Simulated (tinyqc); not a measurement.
Worked calculation: Born-Oppenheimer dynamics on the RHF/sto-6g surface (energies and gradients from PySCF), for BeH2, spin multiplicity 1. Computed by tinyqc, a small Python program that keeps every step (integrals from PySCF). Settings: charge = 0, multiplicity = 1, basis = sto-6g, time step (fs) = 1.0, steps = 16. Command: `OMP_NUM_THREADS=1 python tinyqc.py 20217 20218 out.jsonl` (the two numbers bound the seeds that draw the settings). One thread of a shared host (Intel(R) Xeon(R) Processor @ 2.60GHz), about 3 s of CPU time with the checks.

## Velocity Verlet step 1

positions (bohr), order 1Be, 2H, 3H:
$$\begin{pmatrix}
0.00189 & -0.09827 & 0.00000 \\
0.10205 & 2.57570 & 0.08693 \\
-0.07937 & -2.59837 & 0.00945
\end{pmatrix}$$

velocities (bohr per atomic time unit), order 1Be, 2H, 3H:
$$\begin{pmatrix}
-0.00000868 & -0.00008408 & -0.00004670 \\
0.00051832 & 0.00007692 & 0.00041330 \\
-0.00044068 & 0.00067492 & 0.00000430
\end{pmatrix}$$

gradient (hartree/bohr), order 1Be, 2H, 3H:
$$\begin{pmatrix}
-0.0014818 & -0.0311412 & -0.0033228 \\
0.0018879 & 0.0473716 & 0.0023718 \\
-0.0004061 & -0.0162305 & 0.0009510
\end{pmatrix}$$

masses (electron masses): 1Be 16428.20280, 2H 1837.15259, 3H 1837.15259

gradient after step 1 (hartree/bohr), order 1Be, 2H, 3H:
$$\begin{pmatrix}
-0.0019734 & -0.0367197 & -0.0039222 \\
0.0021765 & 0.0450867 & 0.0027906 \\
-0.0002032 & -0.0083670 & 0.0011316
\end{pmatrix}$$

dt = 1 fs = 41.3414 atomic units; x' = x + v dt - g dt^2 / (2m); after the new gradient g', v' = v - (g + g') dt / (2m).

positions after step 1 (bohr), order 1Be, 2H, 3H:
$$\begin{pmatrix}
0.00161 & -0.10012 & -0.00176 \\
0.12260 & 2.55684 & 0.10291 \\
-0.09740 & -2.56292 & 0.00918
\end{pmatrix}$$

velocities after step 1 (bohr per atomic time unit), order 1Be, 2H, 3H:
$$\begin{pmatrix}
-0.00000433 & 0.00000131 & -0.00003758 \\
0.00047259 & -0.00096337 & 0.00035521 \\
-0.00043383 & 0.00095168 & -0.00001913
\end{pmatrix}$$

## Velocity Verlet step 2

gradient after step 2 (hartree/bohr), order 1Be, 2H, 3H:
$$\begin{pmatrix}
-0.0022189 & -0.0361982 & -0.0041198 \\
0.0020324 & 0.0352927 & 0.0028312 \\
0.0001865 & 0.0009055 & 0.0012887
\end{pmatrix}$$

As before.

positions after step 2 (bohr), order 1Be, 2H, 3H:
$$\begin{pmatrix}
0.00153 & -0.09816 & -0.00311 \\
0.14112 & 2.49604 & 0.11630 \\
-0.11524 & -2.51969 & 0.00787
\end{pmatrix}$$

velocities after step 2 (bohr per atomic time unit), order 1Be, 2H, 3H:
$$\begin{pmatrix}
0.00000094 & 0.00009306 & -0.00002746 \\
0.00042523 & -0.00186776 & 0.00029196 \\
-0.00043364 & 0.00103563 & -0.00004636
\end{pmatrix}$$

## Energy conservation

The total energy should stay constant up to terms of order dt^2; the step counts as short enough if it moves by less than 2 % of the largest kinetic energy.

Trajectory:
```
time (fs)  1Be-2H (angstrom)  potential (hartree)  kinetic (hartree)  total (hartree)
0.00000              1.41674          -15.7189237          0.0010826      -15.7178411
1.00000              1.40855          -15.7200746          0.0021905      -15.7178841
2.00000              1.37623          -15.7226778          0.0046861      -15.7179917
3.00000              1.32461          -15.7250645          0.0069351      -15.7181294
4.00000              1.26324          -15.7252313          0.0070308      -15.7182005
5.00000              1.20652          -15.7224283          0.0043687      -15.7180597
6.00000              1.17128          -15.7190628          0.0012803      -15.7177826
7.00000              1.17007          -15.7191326          0.0013558      -15.7177768
8.00000              1.20361          -15.7226989          0.0046337      -15.7180652
9.00000              1.26023          -15.7256129          0.0073885      -15.7182244
10.00000             1.32316          -15.7252113          0.0070689      -15.7181424
11.00000             1.37744          -15.7223785          0.0044001      -15.7179783
12.00000             1.41273          -15.7194955          0.0016395      -15.7178560
13.00000             1.42339          -15.7184617          0.0006441      -15.7178176
14.00000             1.40789          -15.7198895          0.0020195      -15.7178701
15.00000             1.36858          -15.7229440          0.0049402      -15.7180037
16.00000             1.31200          -15.7255679          0.0074029      -15.7181651
```

The total energy moves within 4.5e-04 hartree; that is over 2 % of the largest kinetic energy, so the time step is too long.
